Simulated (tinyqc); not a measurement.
Effective mass of the conduction band from tabulated energies: one step. Which mass for which use. Four cases, with inputs chosen for the exercise.

Task: From the fitted m and alpha: momentum mass at energy E, m (1 + 2 alpha E); curvature mass m (1 + 2 alpha E)^3; thermal factors to first order in alpha kT: density of states Nc (1 + 15 alpha kT/4), conductivity mass m (1 + 5 alpha kT). Take E = 3 kT/2.

Constants: kB = 8.617333262e-05 eV/K.

Case 1.

Values chosen (out of a larger set: band of an eight-band Kane model near GaSb; not measured data): T = 300 K (temperature).

m = 0.0390196 m0
alpha = 1.28448 1/eV

Case 2.

Values chosen (out of a larger set: band of an eight-band Kane model near CdTe; not measured data): T = 300 K (temperature).

m = 0.0985030 m0
alpha = 0.39420 1/eV

Case 3.

Values chosen (out of a larger set: band of an eight-band Kane model near GaSb; not measured data): T = 300 K (temperature).

m = 0.0382013 m0
alpha = 1.14742 1/eV

Case 4.

Values chosen (out of a larger set: band of an eight-band Kane model near Ge; not measured data): T = 77 K (temperature).

m = 0.0373385 m0
alpha = 1.40251 1/eV

Give: alpha kT; momentum mass; curvature mass; factor on Nc; thermal conductivity mass.

Result:

Case 1.

alpha kT = 0.0332
momentum mass = 0.04291 m0
curvature mass = 0.05188 m0
factor on Nc = 1.1245
thermal conductivity mass = 0.04550 m0

alpha kT is small, so first order serves.

Case 2.

alpha kT = 0.0102
momentum mass = 0.10151 m0
curvature mass = 0.10782 m0
factor on Nc = 1.0382
thermal conductivity mass = 0.10352 m0

alpha kT is small, so first order serves.

Case 3.

alpha kT = 0.0297
momentum mass = 0.04160 m0
curvature mass = 0.04933 m0
factor on Nc = 1.1112
thermal conductivity mass = 0.04387 m0

alpha kT is small, so first order serves.

Case 4.

alpha kT = 0.0093
momentum mass = 0.03838 m0
curvature mass = 0.04055 m0
factor on Nc = 1.0349
thermal conductivity mass = 0.03908 m0

alpha kT is small, so first order serves. In Ge the electrons sit at L; these values concern the Gamma valley.

Computed by tinyqc, one run a case: `OMP_NUM_THREADS=1 python tinyqc.py N N+1 out.jsonl` with N = 1851280, 1880035, 1880114, 1880492; one thread of a shared Intel(R) Xeon(R) Processor @ 2.30GHz, about 0.01 s a run at most.
